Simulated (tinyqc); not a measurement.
Worked calculation: estimate of lattice thermal conductivity from elastic moduli (Slack, Klemens and Cahill formulas). Computed by tinyqc, a small Python program that keeps every step. Command: `OMP_NUM_THREADS=1 python tinyqc.py 3006781 3006782 out.jsonl slack walk`. One thread of a shared host (Intel(R) Xeon(R) Processor @ 2.30GHz), about 0.01 s of CPU time with the checks. Intermediate numbers are printed to about 6 digits and carried at full precision; extremes and crossings named in words are read from the listed rows.

An isotropic solid.

Inputs (values chosen for the exercise, for a model crystal):

| quantity | value | unit |
|---|---|---|
| bulk modulus B | 25.8 | GPa |
| shear modulus G | 14.8 | GPa |
| volume per atom V | 27.4 | angstrom^3 |
| mean atomic mass M | 16.4 | u |
| atoms per primitive cell n | 1 | - |
| temperature T | 300 | K |
| disorder parameter Gamma | 0.00094 | - |
| grain size d | 7600 | nm |

Grueneisen parameter: from the Poisson ratio.

Constants: u = 1.6605390666e-27 kg; hbar = 1.054571817e-34 J s; k_B = 1.380649e-23 J/K; h = 6.62607015e-34 J s.

## Velocities, Poisson ratio and Debye temperature

rho = M/V; vL = sqrt((B + 4G/3)/rho), vT = sqrt(G/rho); v_m = [(vL^-3 + 2 vT^-3)/3]^(-1/3); Poisson ratio sigma = (3B - 2G)/(6B + 2G); Theta = hbar v_m (6 pi^2/V)^(1/3)/k_B.

density rho = 993.899 kg/m^3

vL = 6768.52 m/s

vT = 3858.87 m/s

v_m = 4288.73 m/s

Poisson ratio sigma = 0.259219

Debye temperature Theta = 423.534 K

## Grueneisen parameter

Empirical rule gamma = (3/2) (1 + sigma)/(2 - 3 sigma).

Grueneisen parameter gamma = 1.54525

## Conductivity of the perfect crystal

Slack, an estimate for T near or above Theta_a: kappa = A M Theta_a^3 delta n^(1/3)/(gamma^2 T) in W/(m K), with M in u, delta = V^(1/3) in angstrom, Theta_a = Theta n^(-1/3) and A = 2.43e-6/(1 - 0.514/gamma + 0.228/gamma^2).

acoustic Debye temperature Theta_a = 423.534 K

A = 3.18541e-06

kappa of the perfect crystal = 16.7034 W/(m K)

Caution: T lies below Theta_a, where umklapp processes begin to freeze out and the Slack formula can fall short.

## Point defects and grains

High-temperature forms with the classical heat capacity. Klemens: kappa/kappa_0 = arctan(u)/u, u^2 = pi^2 Theta V Gamma kappa_0/(h v_m^2). Grains: 1/kappa_poly = 1/kappa + 1/(C v_m d/3), C = 3 k_B/(n V), the acoustic branches alone.

disorder scale u = 0.384131

kappa with point defects = 15.9477 W/(m K)

grain-boundary limit = 16423.9 W/(m K)

kappa of the polycrystal = 15.9322 W/(m K)

For small u the loss is about u^2/3 = 0.049. Grains remove a further 0 %.

## Minimum conductivity

Cahill minimum: kappa_min = (pi/6)^(1/3) k_B V^(-2/3) sum over L, T, T of v (T/Theta_i)^2 int_0^(Theta_i/T) x^3 e^x/(e^x - 1)^2 dx, Theta_i = Theta v_i/v_m (64 Gauss-Legendre points). Its high-temperature limit is (1/2) (pi/6)^(1/3) k_B V^(-2/3) (vL + 2 vT).

kappa_min = 0.783331 W/(m K)

its high-temperature limit = 0.886833 W/(m K)

kappa_poly/kappa_min = 20.3391

## All estimates against temperature

The formulas are those given above.

Kappa (W/(m K)):

| T (K) | perfect crystal | with point defects | polycrystal | minimum |
|---|---|---|---|---|
| 200 | 25.0551 | 23.4189 | 23.3856 | 0.683972 |
| 300 | 16.7034 | 15.9477 | 15.9322 | 0.783331 |
| 400 | 12.5276 | 12.0939 | 12.0850 | 0.825421 |
| 550 | 9.1110 | 8.8777 | 8.8729 | 0.853233 |
| 750 | 6.6814 | 6.5544 | 6.5518 | 0.868435 |
| 1000 | 5.0110 | 4.9390 | 4.9375 | 0.876387 |
| 1300 | 3.8546 | 3.8118 | 3.8109 | 0.880621 |
| 1700 | 2.9477 | 2.9225 | 2.9219 | 0.883190 |

The perfect crystal follows 1/T. With point defects the exponent runs from -0.95 to -0.99 (the strong-disorder limit is -1/2), and with grains from -0.95 to -0.99. At the highest T it is still 3.3 times the minimum. Rows below Theta_a = 424 K are outside the range of the Slack formula.

Checks made by the program: arctan(u)/u against the Debye integral of 1/(1 + u^2 y^2) (relative difference below 1e-10).
